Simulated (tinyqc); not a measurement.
From results back to parameters: linear model of a band gap against the share of exact exchange. Three cases, with inputs chosen for the exercise.

Problem. Gap and optical dielectric constant were computed at two shares alpha. They follow E = E0 + S alpha and eps = 1 + (e0 - 1)(EP/(EP + S alpha))^2.

Case 1.

Values chosen (out of a larger set: of the order of those of MgO; not measured data): al12 = (0.1, 0.4) (two shares of exact exchange).

gaps (eV): 5.57900  8.42600

eps: 3.061948  2.697201

Case 2.

Values chosen (out of a larger set: of the order of those of TiO2; not measured data): al12 = (0.1, 0.2) (two shares of exact exchange).

gaps (eV): 2.82100  3.71200

eps: 7.605944  6.828488

Case 3.

Values chosen (out of a larger set: of the order of those of Si; not measured data): al12 = (0.2, 0.25) (two shares of exact exchange).

gaps (eV): 1.50600  1.73500

eps: 11.066609  10.617277

Find: S; E0; EP; e0.

Solution. The two gaps give S and E0. With q = sqrt((eps1 - 1)/(eps2 - 1)) = (EP + S alpha2)/(EP + S alpha1), EP = S (alpha2 - q alpha1)/(q - 1); e0 follows from either eps.

Case 1.

S = 9.49 eV
E0 = 4.63 eV
EP = 26.9 eV
e0 = 3.21

Case 2.

S = 8.91 eV
E0 = 1.93 eV
EP = 12.9 eV
e0 = 8.55

Case 3.

S = 4.58 eV
E0 = 0.59 eV
EP = 9.0 eV
e0 = 13.22

Computed by tinyqc, one run a case: `OMP_NUM_THREADS=1 python tinyqc.py N N+1 out.jsonl` with N = 1850831, 1850917, 1850925; one thread of a shared Intel(R) Xeon(R) Processor @ 2.30GHz, about 0.01 s a run at most.
